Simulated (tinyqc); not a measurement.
Changing the substrate conductivity kappa: time-domain thermoreflectance: layered heat flow under a modulated pulse train, and what the signal ratio measures. Computed by tinyqc, a small Python program. Command: `OMP_NUM_THREADS=1 python tinyqc.py 3112048 3112049 out.jsonl tdtr sweep`. One thread of a shared host (Intel(R) Xeon(R) Processor @ 2.30GHz), about 0.2 s of CPU time with the checks.

Pulses repeat at 80 MHz; heat is laid down at the surface, all layers are isotropic, and the film is in perfect contact with the substrate.

Inputs (values chosen for the exercise, modelled on aluminium on sapphire):
```
quantity                                value        unit
metal thickness d                          98          nm
metal conductivity                        130     W/(m K)
metal heat capacity                      2.42  MJ/(m^3 K)
boundary conductance G under the metal    240  MW/(m^2 K)
film thickness                            6.8          nm
film conductivity                          11     W/(m K)
film heat capacity                        1.8  MJ/(m^3 K)
substrate heat capacity C                 3.1  MJ/(m^3 K)
modulation frequency f                     12         MHz
spot radius w (1/e^2, pump and probe)     3.2  micrometre
delay t                                   170          ps
```

Stack: metal, film, substrate.

Method:
- Penetration depth sqrt(kappa/(pi f C)); effusivity sqrt(kappa C); cooling time of the metal d C_m/G; Kapitza length kappa/G.
- For radial wave number k and angular frequency W each layer has u = sqrt(4 pi^2 k^2 + i W C/kappa) and gamma = kappa u. Surface impedance from below: Z = 1/gamma for the substrate; a layer of thickness L maps Z to (Z + tanh(u L)/gamma)/(1 + gamma Z tanh(u L)); a boundary adds 1/G.
- Response per absorbed watt H(W) = 2 pi int_0^(2/w) Z(k, W) exp(-pi^2 k^2 w^2) k dk by 20 Gauss-Legendre points.
- Signal: X + iY = sum_(m = -M..M) H(2 pi (f + m f_r)) exp(i 2 pi m f_r t) exp(-pi (m/M)^2 x 4), f_r = 80 MHz, M = 4000, with H(-W) the complex conjugate of H(W); V_in = X, V_out = Y, ratio = -V_in/V_out.

One run for each value; columns: (1) substrate conductivity kappa (W/(m K)); (2) ratio -V_in/V_out; (3) V_out (K/mW); (4) phase of H(2 pi f) (degrees); (5) depth over spot radius:
```
(1)     (2)      (3)     (4)     (5)
0.5    1.57  -0.8810  -64.60  0.0204
1.3    2.02  -0.7075  -59.98  0.0330
3.3    2.71  -0.5368  -54.74  0.0525
8.6    3.86  -0.3820  -48.71  0.0848
22     5.66  -0.2625  -42.12  0.1356
58     8.65  -0.1726  -34.52  0.2201
150   13.61  -0.1100  -26.30  0.3540
390   22.86  -0.0655  -18.03  0.5709
1000  38.93  -0.0384  -11.51  0.9141
```

Over the rows, ratio -V_in/V_out rises from 1.57 to 38.9 (exponent d ln y / d ln x 0.26 between the first rows and 0.57 between the last); V_out (K/mW) rises from -0.881 to -0.0384 (exponent d ln y / d ln x -0.23 between the first rows and -0.57 between the last); phase of H(2 pi f) (degrees) rises from -64.6 to -11.5 (exponent d ln y / d ln x -0.078 between the first rows and -0.48 between the last).
